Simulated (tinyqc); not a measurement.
Inside a calculation. Method: plane-wave Kohn-Sham cycle with exchange-only LDA in a layered model solid. One step of it, computed by the program tinyqc.

Problem. Iteration 2: levels at that k. Diagonalise the Hermitian matrix.

H (hartree), lower triangle:
```
           -3         -2         -1         +0         +1         +2        +3
-3   1.669581
-2  -0.350693   0.561816
-1  -0.107844  -0.350693  -0.079521
+0  -0.000493  -0.107844  -0.350693  -0.254432
+1  -0.000249  -0.000493  -0.107844  -0.350693   0.037085
+2  -0.000022  -0.000249  -0.000493  -0.107844  -0.350693   0.795030
+3   0.000018  -0.000022  -0.000249  -0.000493  -0.107844  -0.350693  2.019402
```

Give: eigenvalues.

Solution.

eigenvalues (hartree): -0.789  -0.113  0.247  0.650  0.868  1.772  2.113
